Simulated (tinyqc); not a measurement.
Minimum-mode following (dimer method) and harmonic rate on a two-dimensional model surface: one step, computed by the program tinyqc. Command: `OMP_NUM_THREADS=1 python tinyqc.py 3007721 3007722 out.jsonl dimer walk`. One thread of a shared host (Intel(R) Xeon(R) Processor @ 2.30GHz), about 0.01 s of CPU time with the checks.

V(x, y) = h u^2 + t x + (kappa/2)(y + c u)^2 with u = x^2/w^2 - 1; the path runs from the minimum near (-w, 0) to that near (w, 0).

Task: Dimer step 2. Dimer at R with unit axis N = (cos phi, sin phi) and normal T = (-sin phi, cos phi). Gradients g at R +/- delta N and at R +/- delta T give H N and H T by central differences, (g+ - g-)/(2 delta). With C_N = N.H N, C_T = T.H T and b = T.H N, rotate by theta = (1/2) atan2(-2b, C_T - C_N), the angle of least curvature C = (C_N + C_T)/2 - sqrt((C_N - C_T)^2/4 + b^2). Translate along F = -g + 2 (g.N) N if C < 0, else along F = (g.N) N, with the new axis: R(new) = R + eta F, the move limited to 0.2 angstrom.

Inputs (values chosen for the exercise, for a model surface): height h = 0.73 eV; half width w = 1.5 angstrom; transverse stiffness kappa = 4.6 eV/angstrom^2; curvature c = 0.79 angstrom; tilt t = -0.16 eV/angstrom; half length delta = 0.005 angstrom; step factor eta = 0.077 angstrom^2/eV.

Surface: curved double well.

R after step 1 (angstrom): [-0.7488457, 0.5834223]

phi after step 1 = 26.48152 degrees

Give: C_N, C_T, b; rotation theta; phi after step 2; least curvature C; gradient g; effective force F; R after step 2.

Result:

C_N, C_T, b (eV/angstrom^2): [-0.285, 5.798, 0.014]

rotation theta = -0.1360 degrees

phi after step 2 = 26.35 degrees

least curvature C = -0.2846 eV/angstrom^2

gradient g (eV/angstrom): [0.5931, -0.0446]

effective force F (eV/angstrom): [0.3240, 0.4987]

R after step 2 (angstrom): [-0.7239, 0.6218]

The curvature is negative, so the force along the axis is inverted.
